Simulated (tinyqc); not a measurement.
Bond unit of a tetrahedral oxide and its oxygen vacancy in tight binding, step by step. Values are carried at full precision from step to step, so a last printed digit may differ when a step is redone from the rounded ones.

Two sp3 hybrids h1, h2 at eh = (es + 3 ep)/4 point at one oxygen with orbitals s, px, py, pz; x joins the two cations, z bisects the angle phi, and th = (180 - phi)/2. With u = hbar^2/(m d^2) = 2c/d^2, c = hbar^2/2m0: Vhs = -(1.32 + sqrt3 x 1.42) u/2 and Vhp = (1.42 + sqrt3 x 2.22) u/2. <h|s> = Vhs for both; <h1|px> = Vhp cos(th), <h2|px> = -Vhp cos(th); <h|pz> = Vhp sin(th) for both; py is a lone pair. The unit holds 8 electrons. Coupling between units, which widens the levels into bands, is left out.

Constants: hbar^2/2m0 = 3.80998211 eV angstrom^2.

Parameters, chosen for this exercise (near tabulated values for SiO2; the results hold for these values, not for the real material):
```
symbol  value   unit      meaning
es      -14.7   eV        s level of the cation
ep      -7.63   eV        p level of the cation
eos     -34.64  eV        s level of oxygen
eop     -16.87  eV        p level of oxygen
d       1.6     angstrom  cation-oxygen distance
phi     165     degrees   bond angle at oxygen
R       2.34    angstrom  cation-cation distance across the vacancy
```

## Level and couplings

Form eh, u, Vhs, Vhp and th.

eh (hybrid level) = -9.3975 eV
u = 2.9765 eV

Vhs, Vhp (eV): -5.6250  7.8360

th = 7.5 degrees

## The matrix

Fill it in.

H (eV), lower triangle:
```
         h1       h2         s        px        py        pz
h1  -9.3975
h2        0  -9.3975
s   -5.6250  -5.6250  -34.6400
px   7.7690  -7.7690         0  -16.8700
py        0        0         0         0  -16.8700
pz   1.0228   1.0228         0         0         0  -16.8700
```

## Levels, weights and charge

Diagonalise; the four lowest levels are filled. The excess of electrons on oxygen is twice the oxygen weight of the filled levels less 6.

levels (eV): -36.9458  -24.7386  -17.0559  -16.8700  -6.9059  -1.5289

weights:
```
    level 1  level 2  level 3  level 4  level 5  level 6
h1    0.039    0.170    0.008    0.000    0.453    0.330
h2    0.039    0.170    0.008    0.000    0.453    0.330
s     0.922    0.000    0.003    0.000    0.075    0.000
px    0.000    0.661    0.000    0.000    0.000    0.339
py    0.000    0.000    0.000    1.000    0.000    0.000
pz    0.000    0.000    0.980    0.000    0.019    0.000
```

highest filled to lowest empty = 9.9641 eV
excess electrons on oxygen = 1.135

The highest filled level is the py orbital of oxygen (100 %) and the lowest empty one is 91 % cation hybrid, even under exchange of the two cations. The spacing is that of an isolated unit and exceeds the gap of the solid.

## The odd block in closed form

The combination (h1 - h2)/sqrt2 couples to px alone, with W2 = sqrt2 Vhp cos(th); W3 = (eh - eop)/2; levels (eh + eop)/2 -/+ sqrt(W2^2 + W3^2); polarity W3/sqrt(W2^2 + W3^2).

W2, W3 (eV): 10.9870  3.7363

levels of the odd block (eV): -24.7386  -1.5289

polarity = 0.3220

## The neutral oxygen vacancy

Without the oxygen the two hybrids face each other at distance R and couple by -V2, V2 = 3.22 x 2c/R^2, c = hbar^2/2m0: a bond at eh - V2 with two electrons and an antibond at eh + V2. Levels are measured from eop, the lone-pair level that stands for the top of the valence band.

Form V2 and the two levels above eop. R is a chosen distance; in real silica the neutral vacancy relaxes to about 2.5 angstrom.

V2 = 4.4810 eV

levels above eop (eV): bond 2.9915, lone hybrid 7.4725, antibond 11.9535

bond-antibond splitting = 8.9620 eV

The filled bond lies 2.99 eV above the lone pairs, so it can trap a hole; the antibond lies above the lowest empty level of the intact unit (9.96 eV). A lone hybrid, as in a dangling bond, sits at 7.47 eV.

## Checks

- Levels of the odd block against the full matrix: they agree to 1e-10 or better.

tinyqc: `OMP_NUM_THREADS=1 python tinyqc.py 1482068 1482069 out.jsonl`; about 0.01 s, one thread, shared Intel(R) Xeon(R) Processor @ 2.30GHz.
